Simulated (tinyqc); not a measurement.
Elastic strain and critical thickness of a cubic alloy layer A(1-x)B(x) on a thick substrate: one step, computed by the program tinyqc.

Strain is positive in tension. The layer is coherent with the substrate unless said otherwise.

Question. Alloy by Vegard's rule, and misfit. a = (1 - x) a_A + x a_B, the same rule for each C_ij; misfit f = (a_S - a)/a, the in-plane strain of the coherent layer.

Inputs (values chosen for the exercise, for a model alloy):
```
quantity                        value      unit
fraction x of B                  0.19         -
lattice constant a_A            5.869  angstrom
lattice constant a_B            6.058  angstrom
substrate lattice constant a_S   5.86  angstrom
```

C11, C12, C44 of A (GPa): 94.52  58.27  41.74

C11, C12, C44 of B (GPa): 89.95  43.13  43.24

Give: free lattice constant a; elastic constants; misfit f.

Answer.

free lattice constant a = 5.90491 angstrom

elastic constants (GPa): C11 93.6517, C12 55.3934, C44 42.0250

misfit f = -0.007606

The layer is compressed in the plane by 0.76 %.
